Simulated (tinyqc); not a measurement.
# Admittance spectroscopy of a deep trap: admittance against temperature

Schottky contact on an n-type layer with shallow donors Nd (all ionised) and a donor-like deep trap, neutral when filled and positive when empty; depletion approximation. Traps within lam of the depletion edge stay filled. The traps at xt = W - lam, where the level crosses the Fermi level, follow a slow signal and not a fast one. w = 2 pi f.

Emission rate en = sn vth(T) Nc(T) exp(-Et/kB T) = sn g T^2 exp(-Et/kB T), g = vth Nc/(300 K)^2, as vth goes as T^0.5 and Nc as T^1.5 (degeneracy factor 1). lam = sqrt(2 eps0 eps_r (EF - ET)/(q Nd)), EF - ET = Et - (kB T/q) ln(Nc(T)/Nd), Nc(T) = Nc (T/300 K)^1.5. In the steady state at the band bending V, 2 eps0 eps_r V/q = Nd W^2 + Nt (W - lam)^2 (the second term only if W > lam). V = Vbi + Vr. C_HF = eps0 eps_r/W, C_LF = eps0 eps_r (Nd + Nt)/(Nd W + Nt xt). Inflection frequency w0 = 2 en [1 + Nt xt/(Nd W)]; C = C_HF + (C_LF - C_HF)/(1 + (w/w0)^2), G/w = (C_LF - C_HF)(w/w0)/(1 + (w/w0)^2).

Parameters, values chosen for the exercise; material values close to those of silicon:
```
symbol    value   unit                                      meaning
eps_r      11.9                               relative permittivity
Nc      2.85e19  cm^-3   conduction-band density of states at 300 K
vth       2.3e7   cm/s                    thermal velocity at 300 K
Nd       3.1e15  cm^-3                        shallow donor density
Vbi        0.64      V                             built-in voltage
Et         0.43     eV  depth of the trap below the conduction edge
sn      1.1e-17   cm^2                        capture cross-section
Nt       1.2e15  cm^-3                                 trap density
Vr            0      V                                 reverse bias
f         2.1e5     Hz                             signal frequency
```

Constants: q = 1.602176634e-19 C, kB = 1.380649e-23 J/K, eps0 = 8.8541878128e-14 F/cm where lengths are in cm. Results are converted to the units shown.

Admittance against temperature:

| T (K) | w0/(2 pi) (Hz) | C (nF/cm^2) | G/w (nF/cm^2) |
|---|---|---|---|
| 399 | 1.840e4 | 21.50 | 0.2500 |
| 418 | 3.606e4 | 21.72 | 0.4362 |
| 438 | 6.924e4 | 22.07 | 0.6855 |
| 457 | 1.229e5 | 22.59 | 0.8548 |
| 476 | 2.101e5 | 23.19 | 0.7651 |
| 496 | 3.590e5 | 23.64 | 0.3621 |

What does the comparison show?

G/w goes from 0.250 through a maximum of 0.855 (at T = 457 K among the rows listed) to 0.362 nF/cm^2, where w0 passes the signal: w0/(2 pi) rises from 18400 to 3.59e5 Hz. C rises from 21.5 to 23.6 nF/cm^2.

Program tinyqc, `OMP_NUM_THREADS=1 python tinyqc.py 2050095 2050096 out.jsonl`; Intel Xeon 2.30GHz, shared host, one thread, about 0.01 s.
